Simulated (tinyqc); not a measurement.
Comparisons within one model: Landau levels of massless Dirac electrons. A value that a table varies takes the place of the one given here.

E_N = sqrt(2N) hv/l for N = 0, 1, 2, ... and the mirror levels below zero; each is fourfold (spin, valley), Zeeman splitting left out; half of level 0 belongs to the electrons.

In a field B along z: l = 1/sqrt((e/hbar) B) is the magnetic length, n_B = B/(h/e) the number of states per area in one level, hbar wc = 2 muB B/m for mass m in m0; 1/angstrom^2 = 1e16/cm^2.

Level 0 takes 2 n_B electrons and each higher level 4 n_B. At zero temperature and without broadening EF sits in the partly filled level.

Constants: e/hbar = 1.519267448e-05 1/(T angstrom^2); h/e = 413566.7697 T angstrom^2; muB = 5.788381798e-05 eV/T.

Inputs chosen for the exercise (near those of graphene; the results hold for these values, not for the real material): hv = 6.59 eV angstrom (hbar v); Bs = (1, 2, 3, 5, 7, 10, 14) T (fields); n = 1.7 x 1e11/cm^2 (electron sheet density); Bo = (0.324, 0.366, 0.422, 0.496, 0.603, 0.769, 1.06, 1.71, 4.39) T (fields); B = 5.7 T (magnetic field).

## The fan of levels

The four lowest levels against B, with their labels in order.

Levels (meV):

| B (T) | first | second | third | fourth | order |
|---|---|---|---|---|---|
| 1.00 | 0.00 | 36.33 | 51.37 | 62.92 | 0 1 2 3 |
| 2.00 | 0.00 | 51.37 | 72.65 | 88.98 | 0 1 2 3 |
| 3.00 | 0.00 | 62.92 | 88.98 | 108.98 | 0 1 2 3 |
| 5.00 | 0.00 | 81.23 | 114.87 | 140.69 | 0 1 2 3 |
| 7.00 | 0.00 | 96.11 | 135.92 | 166.47 | 0 1 2 3 |
| 10.0 | 0.00 | 114.87 | 162.45 | 198.97 | 0 1 2 3 |
| 14.0 | 0.00 | 135.92 | 192.22 | 235.42 | 0 1 2 3 |

The fourth level grows as B^0.50 over the first two rows and B^0.50 over the last two (1 for a parabolic band without a fixed offset such as a valley splitting, 1/2 for massless Dirac electrons). The order of the levels does not change. Level 0 stays at zero, and the others stand as sqrt(N).

## Oscillation of the Fermi level

Fixed density, zero temperature, no broadening. At B = 0, EF = hv sqrt(pi n).

Filling:

| B (T) | nu | partly filled level | EF (meV) | filled share |
|---|---|---|---|---|
| 0.324 | 21.70 | 5 | 46.24 | 0.92 |
| 0.366 | 19.21 | 5 | 49.14 | 0.30 |
| 0.422 | 16.66 | 4 | 47.20 | 0.67 |
| 0.496 | 14.17 | 4 | 51.17 | 0.04 |
| 0.603 | 11.66 | 3 | 48.86 | 0.41 |
| 0.769 | 9.14 | 2 | 45.05 | 0.79 |
| 1.06 | 6.63 | 2 | 52.89 | 0.16 |
| 1.71 | 4.11 | 1 | 47.50 | 0.53 |
| 4.39 | 1.60 | 0 | 0.00 | 0.80 |

EF at B = 0 = 48.16 meV

EF runs between 0.0 and 52.9 meV around its zero-field value of 48.2 meV. It follows a level while that level empties and falls to the next one down when nu passes a filled shell; the partly filled level changes 5 times in this table.

## What each parameter does

The second and third levels from below, nu = n/n_B, and EF. Each row changes one parameter from the base and keeps the others.

Results:

| case | second level (meV) | third level (meV) | nu | EF (meV) |
|---|---|---|---|---|
| base | 86.73 | 122.65 | 1.23 | 0.00 |
| B = 4.84 T | 79.92 | 113.02 | 1.45 | 0.00 |
| hv = 5.6 eV angstrom | 73.70 | 104.23 | 1.23 | 0.00 |
| n = 1.44 x 1e11/cm^2 | 86.73 | 122.65 | 1.04 | 0.00 |

The largest shifts from the base row, up to three for each result and ties (the steps differ in size, so this ranks the rows, not the parameters). second level (meV): hv -13.03, B -6.81; unchanged at the printed digits by n. third level (meV): hv -18.43, B -9.63; unchanged at the printed digits by n. nu: B +0.22, n -0.19; unchanged at the printed digits by hv. EF (meV): unchanged at the printed digits by B, hv and n.

Run: tinyqc, `OMP_NUM_THREADS=1 python tinyqc.py 1280680 1280681 out.jsonl`; Intel(R) Xeon(R) Processor @ 2.30GHz, one thread, shared host; about 0.01 s of CPU time with all checks.
